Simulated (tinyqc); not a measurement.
CID on RHF in the 6-31g basis, for H2, spin multiplicity 1, step by step. One step of it, computed by the program tinyqc.

Question. CID: roots. Diagonalise (each vector has its largest component positive (the first on a tie)); all determinants have Ms = 0, so triplets appear too. The lowest singlet root is the correlation energy.

Occupation strings over the orbitals (2 doubly, a alpha, b beta, 0 empty; spin orbitals ordered 1a 1b 2a 2b ...): 2000 0200 0ab0 0a0b 0ba0 0020 00ab 0b0a 00ba 0002

H - E(HF) between determinants (hartree):
```
           2000       0200       0ab0       0a0b       0ba0       0020       00ab       0b0a
2000   0.000000   0.109093   0.000000  -0.080323   0.000000   0.093059   0.000000   0.080323
0200   0.109093   0.785406   0.000000   0.118866   0.000000   0.037906   0.000000  -0.118866
0ab0   0.000000   0.000000   1.404277   0.000000  -0.037906   0.000000  -0.039646   0.000000
0a0b  -0.080323   0.118866   0.000000   1.570444   0.000000  -0.039646   0.000000  -0.082606
0ba0   0.000000   0.000000  -0.037906   0.000000   1.404277   0.000000  -0.072787   0.000000
0020   0.093059   0.037906   0.000000  -0.039646   0.000000   2.091406   0.000000   0.039646
00ab   0.000000   0.000000  -0.039646   0.000000  -0.072787   0.000000   2.269399   0.000000
0b0a   0.080323  -0.118866   0.000000  -0.082606   0.000000   0.039646   0.000000   1.570444
00ba   0.000000   0.000000  -0.072787   0.000000  -0.039646   0.000000  -0.175035   0.000000
0002   0.108632   0.082606   0.000000   0.030514   0.000000   0.175035   0.000000  -0.030514

           00ba       0002
2000   0.000000   0.108632
0200   0.000000   0.082606
0ab0  -0.072787   0.000000
0a0b   0.000000   0.030514
0ba0  -0.039646   0.000000
0020   0.000000   0.175035
00ab  -0.175035   0.000000
0b0a   0.000000  -0.030514
00ba   2.269399   0.000000
0002   0.000000   2.485104
```

Give: lowest roots of this matrix, relative to E(HF); lowest vectors; <S^2> of these roots; weight of the ground state by excitation level 0, 1, 2, ....

Answer.

lowest roots of this matrix, relative to E(HF) (hartree): -0.0325  0.7681  1.3494  1.4411  1.4878  1.6753  2.0394  2.1113

lowest vectors:
```
       root 1   root 2  root 3   root 4
2000   0.9852   0.1510  0.0000   0.0000
0200  -0.1426   0.9726  0.0000   0.0000
0ab0   0.0000   0.0000  0.6992   0.7067
0a0b   0.0568  -0.1170  0.0000   0.0000
0ba0   0.0000   0.0000  0.6992  -0.7067
0020  -0.0355  -0.0391  0.0000   0.0000
00ab   0.0000   0.0000  0.1055  -0.0233
0b0a  -0.0568   0.1170  0.0000   0.0000
00ba   0.0000   0.0000  0.1055   0.0233
0002  -0.0367  -0.0482  0.0000   0.0000
```

<S^2> of these roots: 0.0000  0.0000  2.0000  0.0000  2.0000  0.0000  0.0000  2.0000

weight of the ground state by excitation level 0, 1, 2, ...: 0.9706  0.0000  0.0294
